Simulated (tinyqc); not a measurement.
# Worked calculation: modulation-doped quantum well, Poisson-Schroedinger loop

Computed by the program tinyqc: `OMP_NUM_THREADS=1 python tinyqc.py 2140056 2140057 out.jsonl`, one thread of a shared Intel Xeon 2.30GHz, about 0.2 s for the whole run. Printed values are rounded.

A well of width L centred at z = 0 between barriers Vb; effective-mass electrons, parabolic bands. The electrons come from donor sheets outside the mesh, a share fL of Ns on the left and the rest on the right, so the structure is neutral. Energies are counted from the band edge of the well, with U = 0 on the first node in the Hartree part.

Parameters, values chosen for the exercise; material values close to those of GaAs in InGaP:
```
symbol,value,unit,meaning
T,20,K,temperature
md,0.0672,m0,in-plane mass
Vb,0.148,eV,barrier height
eps_r,13.3,,relative permittivity (all layers)
L,6.88,nm,well width
hz,0.86,nm,mesh step
Ns,2.2e11,cm^-2,sheet density of electrons
fL,1,,share of the donors on the left side
Fz,0,kV/cm,applied field along z
a,0.3,,mixing factor
```

Constants: q = 1.602176634e-19 C, kB = 1.380649e-23 J/K, hbar = 1.054571817e-34 J s, m0 = 9.1093837015e-31 kg, Vt = kB T/q, eps0 = 8.8541878128e-14 F/cm where lengths are in cm, hbar^2/(2 m0) = 0.0380998212 eV nm^2. Results are converted to the units shown.

Range of the model: The highest level kept or the Fermi level comes near the barrier edge at an end of the mesh, so the hard walls there affect the result.

## Fixed part of the potential

z, node 1 to 14 (nm): [-5.59, -4.73, -3.87, -3.01, -2.15, -1.29, -0.43, 0.43, 1.29, 2.15, 3.01, 3.87, 4.73, 5.59]

V0 = 0 in the well and Vb outside, plus q Fz z (1 kV/cm = 1e-4 eV/nm).

fixed potential V0, node 1 to 14 (eV): [0.1480000, 0.1480000, 0.1480000, 0.0000000, 0.0000000, 0.0000000, 0.0000000, 0.0000000, 0.0000000, 0.0000000, 0.0000000, 0.1480000, 0.1480000, 0.1480000]

## Round 1: levels and probability densities

self-consistent potential U at the start, node 1 to 14 (eV): [0, 0, 0, 0, 0, 0, 0, 0, 0, 0, 0, 0, 0, 0]
mass on the intervals 1/2, 3/2, ... (mean of both at an interface) (m0): [0.0926, 0.0926, 0.0926, 0.0788, 0.065, 0.065, 0.065, 0.065, 0.065, 0.065, 0.065, 0.0788, 0.0926, 0.0926, 0.0926]

Tridiagonal Hamiltonian with psi = 0 one step beyond both ends: H_ii = C (1/m_(i-1/2) + 1/m_(i+1/2))/hz^2 + V0_i + U_i, H_(i,i+1) = -C/(m_(i+1/2) hz^2), C = hbar^2/(2 m0). The lowest 2 level(s) are kept, normalised to hz sum |psi|^2 = 1.

levels (eV): E1 0.0439602, E2 0.1741834

```
node  |psi|^2 of E1 (1/nm)  |psi|^2 of E2 (1/nm)
1                0.0024563             0.0143903
2                0.0117487             0.0548837
3                0.0351537             0.1139466
4                0.0810230             0.1696897
5                0.1217973             0.1464955
6                0.1552248             0.0725975
7                0.1739916             0.0093921
8                0.1739916             0.0093921
9                0.1552248             0.0725975
10               0.1217973             0.1464955
11               0.0810230             0.1696897
12               0.0351537             0.1139466
13               0.0117487             0.0548837
14               0.0024563             0.0143903
```

## Round 1: Fermi level and occupations

Level k holds N_k = D_k Vt ln(1 + exp((EF - E_k)/Vt)) with D = md m0 q/(pi hbar^2) per eV (spin included); EF is fixed by sum N_k = Ns.

EF = 0.05177900 eV
N_k (cm^-2): E1 2.2e11, E2 6.920236e-21

## Round 1: density, output potential and mixing

n_i = sum_k N_k |psi_k|^2 (converted to cm^-3). Hartree part by Gauss: on the interval after node i the enclosed sheet charge is S_i = fL Ns - hz sum_(j<=i) n_j, and U_(i+1) = U_i + q S_i hz/(eps0 eps_r) in eV, U_1 = 0. Mixing: U(new) = U + a (U(out) - U).

```
node  n (1e17 cm^-3)  U(out) (eV)  U after round 1 (1e-3 eV)
1           0.054039   0.00000000                   0.000000
2           0.258472   0.00256870                   0.770609
3           0.773381   0.00511138                   1.533415
4           1.782505   0.00757625                   2.272875
5           2.679540   0.00986175                   2.958525
6           3.414945   0.01187762                   3.563287
7           3.827815   0.01354986                   4.064959
8           3.827815   0.01483693                   4.451079
9           3.414945   0.01573882                   4.721647
10          2.679540   0.01629709                   4.889126
11          1.782505   0.01658572                   4.975716
12          0.773381   0.01669499                   5.008496
13          0.258472   0.01672643                   5.017930
14          0.054039   0.01673187                   5.019561
```

## Round 2: levels and probability densities

As before.

levels (eV): E1 0.0479275, E2 0.1777922

```
node  |psi|^2 of E1 (1/nm)  |psi|^2 of E2 (1/nm)
1                0.0025696             0.0147316
2                0.0122106             0.0558129
3                0.0362304             0.1147832
4                0.0828687             0.1692648
5                0.1237161             0.1445561
6                0.1565301             0.0702875
7                0.1742207             0.0084175
8                0.1731019             0.0103501
9                0.1535768             0.0745108
10               0.1199637             0.1479075
11               0.0795340             0.1699944
12               0.0344060             0.1135088
13               0.0114686             0.0544310
14               0.0023936             0.0142346
```

## Round 2: Fermi level and occupations

As before.

EF = 0.05574630 eV
N_k (cm^-2): E1 2.2e11, E2 8.520567e-21

## Round 2: density, output potential and mixing

As before.

```
node  n (1e17 cm^-3)  U(out) (eV)  U after round 2 (1e-3 eV)
1           0.056532   0.00000000                   0.000000
2           0.268634   0.00256845                   1.309960
3           0.797068   0.00510986                   2.606348
4           1.823111   0.00757107                   3.862333
5           2.721754   0.00984883                   5.025616
6           3.443662   0.01185271                   6.050113
7           3.832855   0.01351007                   6.898492
8           3.808241   0.01478175                   7.550280
9           3.378689   0.01567022                   8.006220
10          2.639202   0.01621872                   8.288003
11          1.749748   0.01650164                   8.433493
12          0.756932   0.01660849                   8.488495
13          0.252308   0.01663918                   8.504305
14          0.052659   0.01664448                   8.507037
```

## Course of the self-consistent loop

Start from U = 0. Stop when the largest |U(out) - U| is below 1e-7 eV, or after 120 rounds.

Course of the iteration:
```
round  level E1 (eV)     EF (eV)  largest |U(out) - U| (eV)
1         0.04396024  0.05177900                     0.0167
2         0.04792755  0.05574630                     0.0116
3         0.05068269  0.05850145                    8.08e-3
4         0.05259774  0.06041650                    5.61e-3
5         0.05392970  0.06174846                    3.90e-3
6         0.05485653  0.06267529                    2.71e-3
7         0.05550166  0.06332042                    1.88e-3
8         0.05595083  0.06376958                    1.31e-3
9         0.05626360  0.06408236                    9.08e-4
...              ...         ...                        ...
27        0.05698051  0.06479927                    1.30e-6
28        0.05698084  0.06479959                    9.06e-7
29        0.05698107  0.06479982                    6.30e-7
30        0.05698122  0.06479998                    4.38e-7
31        0.05698134  0.06480009                    3.05e-7
32        0.05698141  0.06480017                    2.12e-7
33        0.05698147  0.06480022                    1.47e-7
34        0.05698150  0.06480026                    1.02e-7
35        0.05698153  0.06480029                    7.13e-8
```

Converged in 35 rounds. Towards the end the residual shrinks by a factor of about 0.70 a round.

## Converged levels, occupations and centroid

converged U, node 1 to 14 (eV): [0.00000000, 0.00256782, 0.00510616, 0.00755867, 0.00981830, 0.01179443, 0.01341773, 0.01465453, 0.01551285, 0.01603955, 0.01630981, 0.01641134, 0.01644036, 0.01644536]

Solve for the levels with V0 + U, find EF, n_i = sum_k N_k |psi_k|^2 (in cm^-3); share of each level N_k/Ns; centroid sum n z/sum n.

levels (eV): E1 0.0569815, E2 0.1860627
EF = 0.06480029 eV
shares (%): E1 100.0000, E2 0.0000
n, node 1 to 14 (in units of 1e17 cm^-3): [0.062596, 0.293027, 0.852875, 1.916951, 2.817321, 3.506438, 3.840983, 3.761302, 3.295651, 2.548455, 1.676801, 0.720582, 0.238771, 0.049640]
centroid = -0.09569904 nm

With 400 intervals across the well and the same walls, E2 - E1 = 131.1 meV and EF - E1 = 7.819 meV; this mesh gives 129.1 and 7.819 meV.
